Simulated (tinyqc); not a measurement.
Vertical double-diffused power MOSFET, components of the on-resistance: one step of the calculation.

Stripe cells of pitch Wp + a, two channels a cell. Current flows through the channels, spreads in the accumulation layer, passes the gap between the p bodies and spreads at 45 degrees into the drift layer below them. Low drain voltage, full ionisation.

Task. Drift layer. Triangular field at breakdown with Ec = Kc N^(1/8): BV = eps0 eps_r Ec^2/(2 q N), so N = (eps0 eps_r Kc^2/(2 q BV))^(4/3); W = 2 BV/Ec; mu = mud (T/300 K)^(-bt); rho = 1/(q mu N); ideal resistance rho W.

Values chosen for this exercise; bulk values close to those of silicon:

| symbol | value | unit | meaning |
|---|---|---|---|
| T | 350 | K | temperature |
| eps_r | 11.7 |  | relative permittivity |
| Kc | 4040 | V/cm per (cm^-3)^(1/8) | critical-field constant |
| BV | 60 | V | rated breakdown voltage of the drift layer |
| mud | 1230 | cm^2/(V s) | drift mobility at 300 K |
| bt | 2.2 |  | temperature exponent of the drift mobility |

Constants: q = 1.602176634e-19 C, eps0 = 8.8541878128e-14 F/cm where lengths are in cm. Results are converted to the units shown.

Wanted: N; Ec; W; mu; rho; ideal resistance.

Result.

N = 8.426e15 cm^-3
Ec = 0.3954 MV/cm
W = 3.035 um
mu = 876.2 cm^2/(V s)
rho = 0.8454 ohm cm
ideal resistance = 0.2565 mohm cm^2

Computed by the program tinyqc: `OMP_NUM_THREADS=1 python tinyqc.py 2230026 2230027 out.jsonl`, one thread of a shared Intel Xeon 2.30GHz, about 0.01 s for the whole run.
